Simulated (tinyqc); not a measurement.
Three-phonon processes in a diatomic chain: dispersion, energy and momentum conservation, and decay channels of optical phonons: one step, computed by the program tinyqc. Command: `OMP_NUM_THREADS=1 python tinyqc.py 3120661 3120662 out.jsonl threeph walk`. One thread of a shared host (Intel(R) Xeon(R) Processor @ 2.30GHz), about 0.05 s of CPU time with the checks.

Cell length a, two atoms, one spring constant. x = q a/pi runs from -1 to 1; A and O are the acoustic and optical branches. Matrix elements are not computed: only conservation laws and occupation factors are followed.

Question. Decay of the zone-centre phonon. omega^2 = k (1/m + 1/M) -/+ k sqrt((1/m + 1/M)^2 - 4 sin^2(pi x/2)/(m M)); nu = 15.6333042 THz x sqrt(omega^2) for eV/(angstrom^2 u). O(0) -> A(x) + A(-x) needs nu_A(x) = nu_O(0)/2, which gives sin^2(pi x/2) = (3/16)(m + M)^2/(m M). Full width at half maximum Gamma = Gamma_0 (1 + 2 n), n = 1/(exp(h nu_A/(k_B T)) - 1); lifetime = 1/(2 pi c Gamma).

Inputs (values chosen for the exercise, for a model chain):
```
quantity,value,unit
light mass m,10.8,u
heavy mass M,13.6,u
temperature T,200,K
zero-temperature width Gamma_0,2.3,1/cm
```

optical top = 29.88654 THz

Constants: h x 1 THz = 4.135667696 meV; k_B = 8.617333262e-05 eV/K; c = 299792458 m/s.

Give: x of the products; their frequency; occupation n; width Gamma; lifetime.

Answer.

x of the products = 0.6741

their frequency = 14.94 THz

occupation n = 0.02850

width Gamma = 2.431 1/cm

lifetime = 2.184 ps
